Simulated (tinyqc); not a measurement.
# Gate voltage for a given inversion charge

Inverse problem. p-type body, charge-sheet picture, depletion and inversion only, full ionisation (an idealisation for deep acceptors), Boltzmann statistics (rough once Na exp(x - xn) passes about Nc/7). In units of Vt: xg = (Vg - Vfb)/Vt, x = psi/Vt, G = gamma/sqrt(Vt), xn = (2 phiF + Vc)/Vt. The implicit equation is (xg - x)^2 = G^2 [x - 1 + exp(x - xn)] for x above about 3. Cox = eps0 eox/tox. ni = sqrt(Nc Nv) exp(-Eg/(2 Vt)), Eg in volts; phiF = Vt ln(Na/ni); gamma = sqrt(2 q eps0 eps_r Na)/Cox. N_inv = (Cox Vt G/q) [sqrt(x - 1 + exp(x - xn)) - sqrt(x - 1)]. Find x - xn, psi and Vg.

Inputs (values chosen for the exercise); band and dielectric values close to those of silicon: temperature T = 250 K; band gap Eg = 1.1 eV; relative permittivity eps_r = 11.6; conduction-band density of states at T Nc = 2.12e19 cm^-3; valence-band density of states at T Nv = 2.02e19 cm^-3; relative permittivity of the gate insulator (close to silicon nitride) eox = 7.38; insulator thickness tox = 21 nm; acceptor density Na = 7.1e17 cm^-3; flat-band voltage Vfb = -0.41 V; channel-body voltage Vc = 0 V.

Constants: q = 1.602176634e-19 C, kB = 1.380649e-23 J/K, Vt = kB T/q, eps0 = 8.8541878128e-14 F/cm where lengths are in cm. Results are converted to the units shown.

N_inv = 4.1e10 cm^-2

Solution. N_inv rises steadily with x, so it fixes x; the implicit equation then gives xg directly.

x - xn = 0.2071
psi = 0.9592 V
Vg = 2.075 V

tinyqc, about 0.01 s, one thread, Intel Xeon 2.30GHz (shared host): `OMP_NUM_THREADS=1 python tinyqc.py 2122232 2122233 out.jsonl`
